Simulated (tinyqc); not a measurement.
Short-channel transistor, virtual-source model with series resistance: two steps of the calculation.

The current per gate width is the charge at the top of the source barrier (the virtual source) times its velocity times a saturation function; al and be are fitting constants of the model. Units: I in uA/um, Rs in ohm um, so I Rs = 1e-6 I Rs in volts; Q in uC/cm^2, so I = 1e-4 Q vx0 Fsat with vx0 in cm/s.

Values chosen for this exercise:
- T = 293 K (temperature)
- Cinv = 2.73 uF/cm^2 (inversion capacitance)
- vx0 = 1.46e7 cm/s (velocity at the virtual source)
- mu = 770 cm^2/(V s) (apparent mobility)
- L = 20 nm (channel length)
- VT0 = 0.356 V (threshold at zero drain voltage)
- dl = 0.081 V/V (drain-induced barrier lowering)
- n0 = 1.51 (subthreshold factor)
- nd = 0.05 1/V (growth of n with drain voltage)
- al = 3.5 (threshold shift (in units of Vt) from weak to strong inversion)
- be = 1.6 (sharpness of saturation)
- Rs = 120 ohm um (series resistance of each contact)
- Vgs = 0.51 V (gate voltage)
- Vds = 1 V (drain voltage)

Constants: q = 1.602176634e-19 C, kB = 1.380649e-23 J/K, Vt = kB T/q. Results are converted to the units shown.

Problem 1. Current through the series resistance. Intrinsic voltages Vg' = Vgs - I Rs, Vd' = Vds - 2 I Rs. n = n0 + nd Vd', VT = VT0 - dl Vd', Ff = 1/(1 + exp((Vg' - VT + al Vt/2)/(al Vt))), Q = Cinv n Vt ln(1 + exp((Vg' - VT + al Vt Ff)/(n Vt))), Vdsat = (vx0 L/mu)(1 - Ff) + Vt Ff, Fsat = u/(1 + u^be)^(1/be) with u = Vd'/Vdsat, and I(out) = Q vx0 Fsat per width. (Fsat takes the sign of u.) Newton step: I(new) = I + (I(out) - I)/(1 - s), s = dI(out)/dI by a central difference with +/- 0.001 uA/um.

I at the start = 0 uA/um

Give: Vg'; Vd'; VT; Ff; Q; Vdsat; Fsat; I(out); s; I after iteration 1.

Solution 1.

Vg' = 0.51000 V
Vd' = 1.0000 V
VT = 0.27500 V
Ff = 0.040728
Q = 0.65163 uC/cm^2
Vdsat = 0.037406 V
Fsat = 0.99676
I(out) = 948.29 uA/um
s = -0.53219
I after iteration 1 = 618.91 uA/um

Problem 2. What the series resistance costs. n = n0 + nd Vd', VT = VT0 - dl Vd', Ff = 1/(1 + exp((Vg' - VT + al Vt/2)/(al Vt))), Q = Cinv n Vt ln(1 + exp((Vg' - VT + al Vt Ff)/(n Vt))), Vdsat = (vx0 L/mu)(1 - Ff) + Vt Ff, Fsat = u/(1 + u^be)^(1/be) with u = Vd'/Vdsat, and I = Q vx0 Fsat per width. I0 is the current for Rs = 0. Effective velocity I/Q; transit time L Q/I.

converged I = 625.38509 uA/um
I0 = 948.29166 uA/um

Give: loss against I0; effective velocity; transit time.

Solution 2.

loss against I0 = 34.05 %
effective velocity = 1.454e7 cm/s
transit time = 0.1375 ps

The carriers leave the virtual source at 99.6 % of vx0: the device is in saturation.

Numbers from tinyqc (`OMP_NUM_THREADS=1 python tinyqc.py 2380048 2380049 out.jsonl`; about 0.01 s on one thread of a shared Intel Xeon 2.30GHz).
